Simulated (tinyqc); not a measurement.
What each parameter does: six-band k.p model of the valence band of a wurtzite crystal.

At k = 0: E1 = D1c + D2c + Te + Le (pure HH); E2, E3 = Le + u +/- sqrt(u^2 + 2 D3c^2), u = (D1c - D2c + Te)/2, D1c = Dcr, D2c = D3c = Dso/3. The weight of LH in state 2 is fL = (E2 - Le)^2/((E2 - Le)^2 + 2 D3c^2). Relative strengths of transitions to the conduction band: for E perpendicular to c (TE) 1/2, fL/2, (1 - fL)/2; for E along c (TM) 0, 1 - fL, fL, with one momentum element for both directions.

Strain of a c-plane layer: exx = eyy = e_par, ezz = -2 (C13/C33) e_par; Le = D1 ezz + D2 (exx + eyy), Te = D3 ezz + D4 (exx + eyy).

Conduction edge: Ec = (top of the unstrained valence band) + Eg + (a1 + D1) ezz + (a2 + D2)(exx + eyy).

Parameters, chosen for this exercise (near those of GaN; shifted at random, so the results belong to these values and not to a real crystal): Dcr = 0.0186 eV (crystal-field splitting); Dso = 0.0165 eV (spin-orbit splitting); Eg = 3.52 eV (direct gap at Gamma from the top of the unstrained valence band); a1 = -4.89 eV (gap potential along c); a2 = -10.89 eV (gap potential in the plane); D1 = -3.67 eV; D2 = 4.4 eV; D3 = 8.35 eV; D4 = -3.99 eV; C13 = 102 GPa; C33 = 395 GPa; e_par = -0.0048 (exx = eyy of a c-plane layer).

Splittings at k = 0 under the strain, fL and the lowest transition. Each row changes one parameter from the base and keeps the others.

Results:

| case | E1 - E2 (meV) | E1 - E3 (meV) | fL | lowest transition (eV) |
|---|---|---|---|---|
| base | 10.17 | 83.93 | 0.9888 | 3.5534 |
| a2 = -8.712 eV | 10.17 | 83.93 | 0.9888 | 3.5325 |
| e_par = -0.00576 | 10.29 | 95.62 | 0.9916 | 3.5601 |
| a1 = -5.868 eV | 10.17 | 83.93 | 0.9888 | 3.5510 |
| C33 = 474 GPa | 10.13 | 80.52 | 0.9876 | 3.5589 |
| Dcr = 0.01488 eV | 10.13 | 80.26 | 0.9875 | 3.5534 |
| C13 = 81.6 GPa | 10.12 | 79.84 | 0.9874 | 3.5600 |
| D4 = -3.192 eV | 10.07 | 76.37 | 0.9860 | 3.5611 |
| D3 = 10.02 eV | 10.21 | 88.03 | 0.9899 | 3.5493 |

The largest shifts from the base row, up to three for each result and ties (the steps differ in size, so this ranks the rows, not the parameters). E1 - E2 (meV): e_par +0.11, D4 -0.10, C13 -0.05; unchanged at the printed digits by a2 and a1. E1 - E3 (meV): e_par +11.69, D4 -7.56, D3 +4.10; unchanged at the printed digits by a2 and a1. fL: e_par +0.0029, D4 -0.0027, C13 -0.0014; unchanged at the printed digits by a2 and a1. lowest transition (eV): a2 -0.0209, D4 +0.0077, e_par +0.0067; unchanged at the printed digits by Dcr. D1 and D2 shift all valence edges and the conduction edge alike, so they drop out of splittings and transitions.

(tinyqc, `OMP_NUM_THREADS=1 python tinyqc.py 1080193 1080194 out.jsonl`, Intel(R) Xeon(R) Processor @ 2.30GHz, 1 thread, shared host, about 0.01 s.)
